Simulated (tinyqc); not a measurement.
Two-sublattice mean-field magnet: ferrimagnet, compensation points and susceptibility: one step, computed by the program tinyqc. Command: `OMP_NUM_THREADS=1 python tinyqc.py 3001077 3001078 out.jsonl ferri walk`. One thread of a shared host (Intel(R) Xeon(R) Processor @ 2.30GHz), about 0.01 s of CPU time with the checks.

A random alloy A(1-x)B(x) with H = -sum over pairs J S_i.S_j. a = <S_A> and b = <S_B> are taken along z, a > 0. Exchange fields: h_A = (1 - x) zJ_AA a + x zJ_AB b, h_B = (1 - x) zJ_AB a + x zJ_BB b; a = S_A B_(S_A)(S_A h_A/(k_B T)) and likewise for b, with the Brillouin function B_S(y) = [(2S + 1)/(2S)] coth[(2S + 1) y/(2S)] - [1/(2S)] coth[y/(2S)].

Problem. Net moment and spin. Net moment m = (1 - x) g_A a + x g_B b in mu_B per site; net spin s = (1 - x) a + x b. At T = 0, a = S_A and b = -S_B. Effective g = m/s.

Inputs (values chosen for the exercise, for a model ferrimagnet):
```
quantity               value  unit
spin S_A                   2     -
spin S_B                 3.5     -
g factor g_A             2.2     -
g factor g_B               2     -
fraction x of B sites   0.23     -
```

a = 1.603643

b = -1.616507

Give: net moment m; net spin s; m at T = 0; effective g.

Solution.

net moment m = 1.973 mu_B

net spin s = 0.8630

m at T = 0 = 1.778 mu_B

effective g = 2.286

A dominates at T, as at T = 0.
